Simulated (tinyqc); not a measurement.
# Front-illuminated p-i-n photodiode, quantum efficiency and bandwidth: two studies

Light enters through a p layer (0 to xp), a depleted layer (xp to xp + wi) and a thick n substrate, decaying as exp(-al x); one pass, no back reflection. Carriers made in the depleted layer are all collected; those in the neutral layers diffuse.

Parameters, values chosen for the exercise; values close to those of germanium at this wavelength:
- lam = 1310 nm (wavelength)
- al = 7130 1/cm (absorption coefficient)
- Rf = 0.05 (reflectance of the front face)
- eps_r = 15.7 (relative permittivity)
- xp = 0.96 um (thickness of the front p layer)
- wi = 2.1 um (thickness of the depleted layer)
- Dn = 19 cm^2/s (electron diffusion coefficient in the p layer)
- Ln = 1.3 um (electron diffusion length in the p layer)
- S = 600 cm/s (recombination velocity of the front surface)
- Lp = 51 um (hole diffusion length in the thick n substrate)
- ve = 5.71e6 cm/s (electron drift velocity)
- vh = 4.15e6 cm/s (hole drift velocity)
- dia = 230 um (diameter)
- RL = 50 ohm (load resistance)
- Cp = 40 fF (parasitic capacitance)

Constants: q = 1.602176634e-19 C, h = 6.62607015e-34 J s, c = 299792458 m/s, eps0 = 8.8541878128e-14 F/cm where lengths are in cm. Results are converted to the units shown.

Each table varies one quantity; the others keep the values above.

## Efficiency and bandwidth against the thickness of the depleted layer

k = al Ln, s = S Ln/Dn, e = exp(-al xp); front layer f1 = (k/(k^2 - 1)) {[s + k - e (s cosh(xp/Ln) + sinh(xp/Ln))]/[s sinh(xp/Ln) + cosh(xp/Ln)] - k e}; depleted layer f2 = e (1 - exp(-al wi)); substrate f3 = e exp(-al wi) al Lp/(1 + al Lp); external efficiency (1 - Rf)(f1 + f2 + f3); responsivity = efficiency q lam/(h c). Drift response for pairs made in the depleted layer, a = al wi, g = 1 - exp(-a), u = 2 pi i f, te = wi/ve, th = wi/vh: electrons He = [g - a (exp(-a) - exp(-u te))/(u te - a)]/(u te g), holes Hh = [g - a (1 - exp(-a - u th))/(a + u th)]/(u th g); C = eps0 eps_r pi (dia/2)^2/wi + Cp; total |He + Hh|/sqrt(1 + (2 pi f RL C)^2), for the current of the depleted layer alone. Limits are the frequencies at which each factor falls to 1/sqrt(2); inverse-square sum (f_transit^-2 + f_RC^-2)^(-1/2); the diffusion currents f1 and f3 are left out of the bandwidth.

Results:

| wi (um) | f2 | f1 + f3 | responsivity (A/W) | transit limit (GHz) | RC limit (GHz) | 3 dB bandwidth (GHz) | inverse-square sum (GHz) | bandwidth x (1 - Rf) f2 (GHz) |
|---|---|---|---|---|---|---|---|---|
| 0.26 | 0.08534 | 0.8229 | 0.9116 | 101.3 | 0.1430 | 0.1430 | 0.1430 | 0.01160 |
| 0.44 | 0.1358 | 0.7738 | 0.9130 | 60.27 | 0.2418 | 0.2418 | 0.2418 | 0.03119 |
| 0.74 | 0.2068 | 0.7047 | 0.9149 | 36.25 | 0.4058 | 0.4057 | 0.4057 | 0.07970 |
| 1.2 | 0.2900 | 0.6237 | 0.9171 | 22.71 | 0.6559 | 0.6555 | 0.6556 | 0.1806 |
| 2.1 | 0.3915 | 0.5249 | 0.9199 | 13.29 | 1.141 | 1.135 | 1.137 | 0.4222 |
| 3.5 | 0.4628 | 0.4556 | 0.9218 | 8.129 | 1.883 | 1.820 | 1.835 | 0.7999 |
| 5.9 | 0.4968 | 0.4224 | 0.9227 | 4.807 | 3.124 | 2.537 | 2.619 | 1.198 |
| 17 | 0.5043 | 0.4151 | 0.9229 | 1.545 | 8.382 | 1.511 | 1.519 | 0.7242 |

Estimate the missing row, wi = 10 um.

Computed row:

| wi (um) | f2 | f1 + f3 | responsivity (A/W) | transit limit (GHz) | RC limit (GHz) | 3 dB bandwidth (GHz) | inverse-square sum (GHz) | bandwidth x (1 - Rf) f2 (GHz) |
|---|---|---|---|---|---|---|---|---|
| 10 | 0.5039 | 0.4155 | 0.9229 | 2.735 | 5.154 | 2.352 | 2.416 | 1.126 |

With this row back in the table: As wi goes from 0.26 to 17, the responsivity rises from 0.912 to 0.923 A/W and the bandwidth goes from 0.143 through a maximum of 2.54 (at wi = 5.9 among the rows listed) to 1.51 GHz. The RC limit is the lower one for wi = 0.26, 0.44, 0.74, 1.2, 2.1, 3.5, 5.9, the transit limit elsewhere. Adding inverse squares of the two limits is within 3.2 % of the full result. The product of bandwidth and fast efficiency goes from 0.0116 through a maximum of 1.20 (at wi = 5.9 among the rows listed) to 0.724 GHz. In every row the diffusion currents exceed 0.3 of the drift current; their own response times, left out, may then shape the whole response.

## Efficiency and bandwidth against the absorption coefficient

Same model as above.

lam is held fixed while al varies.

The same in every row: RC limit (GHz) = 1.141.

Results:

| al (1/cm) | f2 | f1 + f3 | responsivity (A/W) | transit limit (GHz) | 3 dB bandwidth (GHz) | inverse-square sum (GHz) | bandwidth x (1 - Rf) f2 (GHz) |
|---|---|---|---|---|---|---|---|
| 30 | 0.006262 | 0.1339 | 0.1407 | 12.41 | 1.134 | 1.136 | 0.006747 |
| 90 | 0.01856 | 0.3134 | 0.3332 | 12.42 | 1.134 | 1.136 | 0.02000 |
| 300 | 0.05932 | 0.5758 | 0.6375 | 12.45 | 1.134 | 1.136 | 0.06392 |
| 3000 | 0.3504 | 0.5861 | 0.9401 | 12.84 | 1.135 | 1.136 | 0.3777 |
| 9000 | 0.3578 | 0.5451 | 0.9062 | 13.42 | 1.135 | 1.137 | 0.3859 |
| 30000 | 0.05603 | 0.7618 | 0.8209 | 13.16 | 1.135 | 1.137 | 0.06043 |
| 90000 | 1.769e-4 | 0.7818 | 0.7850 | 12.26 | 1.134 | 1.136 | 1.906e-4 |
| 3e5 | 3.107e-13 | 0.7766 | 0.7795 | 12.07 | 1.134 | 1.136 | 3.348e-13 |

Estimate the missing row, al = 900 1/cm.

Computed row:

| al (1/cm) | f2 | f1 + f3 | responsivity (A/W) | transit limit (GHz) | 3 dB bandwidth (GHz) | inverse-square sum (GHz) | bandwidth x (1 - Rf) f2 (GHz) |
|---|---|---|---|---|---|---|---|
| 900 | 0.1580 | 0.6936 | 0.8548 | 12.54 | 1.134 | 1.136 | 0.1702 |

With this row back in the table: As al goes from 30 to 3e5, the responsivity goes from 0.141 through a maximum of 0.940 (at al = 3000 among the rows listed) to 0.780 A/W and the bandwidth stays near 1.13 GHz. The RC limit is the lower one in every row. Adding inverse squares of the two limits is within 0.16 % of the full result. Strong absorption puts the pairs into the front layer, where they must diffuse against surface loss; weak absorption lets light pass beyond a diffusion length of the junction. In every row the diffusion currents exceed 0.3 of the drift current; their own response times, left out, may then shape the whole response.

tinyqc, about 0.01 s, one thread, Intel Xeon 2.30GHz (shared host): `OMP_NUM_THREADS=1 python tinyqc.py 2250022 2250023 out.jsonl`
